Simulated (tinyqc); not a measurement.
# Thickness at a fixed rate of defect growth

Model: time-dependent dielectric breakdown: cell percolation, Weibull statistics, area scaling and voltage extrapolation. Computed by tinyqc, a small Python program. Command: `OMP_NUM_THREADS=1 python tinyqc.py 3007573 3007574 out.jsonl tddb sweep`. One thread of a shared host (Intel(R) Xeon(R) Processor @ 2.30GHz), about 0.01 s of CPU time with the checks.

The oxide is divided into columns of area a^2, each holding m = t_ox/a cells (m is taken as continuous). A share lambda(t) = (t/t_1)^alpha of the cells is defective, and a column whose cells are all defective breaks down.

Inputs (values chosen for the exercise, for a model gate oxide):
```
quantity,value,unit
defect cell size a,1.6,nm
exponent alpha of defect growth,0.9,-
time t_1 at which the occupied share would reach 1,9.2e+06,s
test area A,3,um^2
product area A_u,800000,um^2
stress voltage V,3.15,V
use voltage V_u,2,V
local exponent n = -d ln t/d ln V at the stress voltage,28,-
activation energy E_a,0.55,eV
stress temperature T,105,C
use temperature T_u,55,C
allowed failure fraction F,0.001,-
```

Voltage law used: E.

Constants: k_B = 8.617333262e-05 eV/K.

Method:
- Failure fraction F = 1 - (1 - lambda^m)^N with N = A/a^2 columns, which for small lambda^m is 1 - exp(-(t/t63)^beta) with beta = alpha m and t63 = t_1 N^(-1/beta); critical share lambda(t63) = N^(-1/m). 1 um^2 = 1e6 nm^2.
- All three voltage laws share the slope n at the stress voltage. Factor t(V_u)/t(V): E law exp(n (1 - V_u/V)); 1/E law exp(n (V/V_u - 1)); power law (V/V_u)^n.
- Temperatures in kelvin are T(C) + 273.15.
- Temperature factor exp[(E_a/k_B)(1/T_u - 1/T)]; area factor (A/A_u)^(1/beta); percentile factor (-ln(1 - F))^(1/beta); life = t63 x all four; 1 year = 3.15576e7 s.

One run for each value:
```
oxide thickness t_ox (nm),Weibull slope beta,characteristic life t63 (s),area factor,percentile factor,critical share of defective cells
1.9,1.06875,1.9289e+01,8.3766e-06,0.00156,7.7511e-06
2.6,1.46250,6.5182e+02,1.9496e-04,0.00889,1.8421e-04
3.4,1.91250,6.1733e+03,1.4551e-03,0.02701,1.3933e-03
4.1,2.30625,2.1493e+04,4.4389e-03,0.05004,4.2821e-03
4.8,2.70000,5.2006e+04,9.7810e-03,0.07744,9.4850e-03
5.5,3.09375,1.0049e+05,1.7626e-02,0.10724,1.7160e-02
6.3,3.54375,1.7833e+05,2.9435e-02,0.14240,2.8754e-02
7.0,3.93750,2.6454e+05,4.1877e-02,0.17304,4.1004e-02
```

Describe and explain the trends.

Over the rows, Weibull slope beta rises from 1.07 to 3.94 (exponent d ln y / d ln x about 1.0 throughout); characteristic life t63 (s) rises from 19.3 to 265000 (exponent d ln y / d ln x 11 between the first rows and 3.7 between the last); area factor rises from 8.38e-6 to 0.0419 (exponent d ln y / d ln x 10 between the first rows and 3.3 between the last). The exponent of Weibull slope beta stays at 1: beta = alpha t_ox/a. A thinner oxide loses twice: it breaks at a lower defect share, and its small slope makes the area and percentile factors more punishing. Left out: 1.20 (the oxide is thinner than one cell or the slope is too small).

Caution (all rows): t_1 is an input here; in a real oxide it changes with thickness at fixed voltage.
